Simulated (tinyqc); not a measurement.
Inside a calculation. Method: empirical pseudopotential in a few plane waves. One step of it, computed by the program tinyqc.

Task: Levels at k. Diagonalise the Hermitian matrix.

H(k) at k (eV), lower triangle:
```
           +0+0+0     -1-1-1     -1-1+1     -1+1-1     -1+1+1     +1-1-1     +1-1+1     +1+1-1
+0+0+0   0.289801
-1-1-1   2.414790  15.011174
-1-1+1  -2.414790   0.000000  16.188884
-1+1-1  -2.414790   0.000000   0.408171  13.665220
-1+1+1  -2.414790  -0.408171   0.000000   0.000000  14.842930
+1-1-1  -2.414790   0.000000   0.408171   0.408171   0.000000  10.973312
+1-1+1  -2.414790  -0.408171   0.000000   0.000000   0.408171   0.000000  12.151022
+1+1-1  -2.414790  -0.408171   0.000000   0.000000   0.408171   0.000000   0.408171   9.627358
+1+1+1   2.414790   0.000000  -0.408171  -0.408171   0.000000  -0.408171   0.000000   0.000000
-2+0+0   0.000000  -2.414790  -2.414790  -2.414790   2.414790   0.442551  -0.442551  -0.442551
+0-2+0   0.000000  -2.414790  -2.414790   0.442551  -0.442551  -2.414790   2.414790  -0.442551
+0+0-2   0.000000  -2.414790   0.442551  -2.414790  -0.442551  -2.414790  -0.442551   2.414790
+0+0+2   0.000000  -0.442551   2.414790  -0.442551  -2.414790  -0.442551  -2.414790   0.442551
+0+2+0   0.000000  -0.442551  -0.442551   2.414790  -2.414790  -0.442551   0.442551  -2.414790
+2+0+0   0.000000  -0.442551  -0.442551  -0.442551   0.442551   2.414790  -2.414790  -2.414790

           +1+1+1     -2+0+0     +0-2+0     +0+0-2     +0+0+2     +0+2+0     +2+0+0
+1+1+1  10.805068
-2+0+0  -0.442551  21.152090
+0-2+0  -0.442551   0.408171  18.460182
+0+0-2  -0.442551   0.408171   0.408171  15.936518
+0+0+2  -2.414790  -0.408171  -0.408171   0.000000  18.291938
+0+2+0  -2.414790  -0.408171   0.000000  -0.408171   0.408171  15.768274
+2+0+0  -2.414790   0.000000  -0.408171  -0.408171   0.408171   0.408171  13.076365
```

Give: eigenvalues.

Result:

eigenvalues (eV): -2.561  6.258  7.955  8.009  10.709  11.991  12.937  13.046  15.373  16.181  17.726  20.246  21.330  21.751  25.289
